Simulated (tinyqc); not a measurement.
## Body thickness for a wanted scale length

Problem. A double-gate structure has tan(pi ti/Lambda) tan(pi ts/(2 Lambda)) = ei/eps_r, both angles below pi/2. Find ts.

Inputs (values chosen for the exercise); permittivities: semiconductor close to that of silicon, insulator close to that of silicon nitride: relative permittivity of the semiconductor eps_r = 11.9; relative permittivity of the insulator ei = 7.13; insulator thickness ti = 3.8 nm.

Lambda = 13.870157 nm

Solution. The condition is explicit in ts: an arctangent, taken between 0 and pi/2.

ts = 4.20 nm

Program tinyqc, `OMP_NUM_THREADS=1 python tinyqc.py 2420004 2420005 out.jsonl`; Intel Xeon 2.30GHz, shared host, one thread, about 0.01 s.
